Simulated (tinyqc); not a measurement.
# Hopping conduction between localised states, step by step

A worked calculation. Computed by tinyqc, a small Python program that keeps every step. Command: `OMP_NUM_THREADS=1 python tinyqc.py 3008299 3008300 out.jsonl hop walk`. One thread of a shared host (Intel(R) Xeon(R) Processor @ 2.30GHz), about 0.01 s of CPU time with the checks. Intermediate numbers are printed to about 6 digits and carried at full precision; extremes and crossings named in words are read from the listed rows.

Energies are counted from the Fermi level. A small network shows the mechanism; the laws of an infinite system follow.

Inputs (values chosen for the exercise, for a model amorphous semiconductor):

| quantity | value | unit |
|---|---|---|
| localisation length xi | 4.6 | nm |
| density of states g_0 | 8.2e+19 | 1/(eV cm^3) |
| permittivity eps | 5.6 | - |
| activation energy E_a to extended states | 0.18 | eV |
| prefactor of activated conduction | 110 | S/cm |
| prefactor of hopping | 0.027 | S/cm |
| conductance scale G_0 | 1 | microsiemens |
| temperature T | 270 | K |

Dimension: 3D.

sites of the small network (nm, nm, meV):
```
       x     y  energy
1      0  6.36    1.52
2   4.79     0   30.02
3   7.73  6.41  -14.91
4  11.11  1.38     6.9
5  16.51  3.06  -20.13
6  19.77  6.97    20.3
7  26.27  7.18   18.27
8     29  3.94   -2.28
```

Constants: k_B = 8.617333262e-05 eV/K; e^2/(4 pi eps_0) = 14.39964548 eV angstrom.

## Pair exponents

Miller-Abrahams exponent s_ij = 2 r_ij/xi + (|E_i| + |E_j| + |E_i - E_j|)/(2 k_B T); G_ij = G_0 exp(-s_ij). The diagonal is set to 0 and not used.

s_ij, lower triangle (symmetric):
```
         1        2       3       4       5       6       7       8
1   0.0000
2   4.7520   0.0000
3   4.0671   4.9972  0.0000
4   5.5901   4.1028  3.5722  0.0000
5   8.2508   7.4219  4.9510  3.6206  0.0000
6   9.4722   8.4738  6.7538  5.3540  3.9510  0.0000
7  12.2125  11.1373  9.4939  7.8425  6.2565  3.7000  0.0000
8  12.8158  12.0528  9.9508  8.2520  6.3091  5.1942  2.7253  0.0000
```

## Kirchhoff solution

Site 1 is held at potential 1 and site 8 at 0; Kirchhoff's law sum_j G_ij (u_i - u_j) = 0 fixes the others; G = sum_j G_1j (1 - u_j). G_ij = G_0 exp(-s_ij).

potentials: 1.00000  0.74325  0.72473  0.63243  0.49182  0.28244  0.08898  0.00000

conductance G = 0.00849934 microsiemens

-ln(G/G_0) = 4.76777

## Critical path

Critical exponent s_c: the smallest value such that bonds with s_ij <= s_c connect site 1 with site 8.

critical exponent s_c = 4.06710

One such path is 1-3-4-5-6-7-8. -ln(G/G_0) = 4.77 against s_c = 4.07: several hops of similar difficulty lie in series.

## The network against temperature

Miller-Abrahams exponent s_ij = 2 r_ij/xi + (|E_i| + |E_j| + |E_i - E_j|)/(2 k_B T); G_ij = G_0 exp(-s_ij). Site 1 is held at potential 1 and site 8 at 0; Kirchhoff's law sum_j G_ij (u_i - u_j) = 0 fixes the others; G = sum_j G_1j (1 - u_j). The last column is the length of the critical bond.

Network:

| T (K) | -ln(G/G_0) | s_c | critical hop (nm) |
|---|---|---|---|
| 81 | 7.01098 | 7.38980 | 10.3075 |
| 120 | 6.00501 | 6.12312 | 5.0907 |
| 190 | 5.19064 | 4.68269 | 5.0907 |
| 270 | 4.76777 | 4.06710 | 7.7302 |
| 400 | 4.43787 | 3.83760 | 7.7302 |
| 680 | 4.15316 | 3.64133 | 7.7302 |

-ln(G/G_0) follows s_c within 0.8. The critical hop is 10.3 nm long at the lowest T and 7.73 nm at the highest: on cooling the carrier goes farther to find a site of nearer energy, which is variable-range hopping, though in so small a sample not at every step.

## Variable-range laws

Mott: T_M = 21.2/(k_B g_0 xi^3), exponent (T_M/T)^(1/4), mean hop r = (3/8) xi times the exponent. Efros-Shklovskii: T_ES = 2.8 e^2/(4 pi eps eps_0 k_B xi), exponent (T_ES/T)^(1/2). Coulomb gap width g_0^(1/2) (e^2/(4 pi eps eps_0))^(3/2). The numerical coefficients come from percolation theory and are given.

T_M = 30823.1 K

T_ES = 1816.31 K

Mott exponent = 3.26872

Efros-Shklovskii exponent = 2.59366

mean hop by the Mott formula = 5.63855 nm

Coulomb gap = 37.3381 meV

The larger exponent, here Mott, is the one that limits; the two are equal at T = 107 K, below which the Coulomb gap rules.

## Total conductivity

sigma = s_1 exp(-E_a/k_B T) + s_2 exp(-larger of the two exponents); reduced activation energy w = d ln(sigma)/d ln(T) by a central difference of +/- 1 %.

activated part = 0.0480331 S/cm

hopping part = 0.00102749 S/cm

conductivity = 0.0490606 S/cm

reduced activation energy w = 7.59173

Activation to extended states carries 98 %. For sigma = s exp(-(T_0/T)^p), w = p (T_0/T)^p, so the slope of ln w against ln T gives -p.

Checks made by the program: current leaving the first site against current entering the last (relative difference below 1e-10).
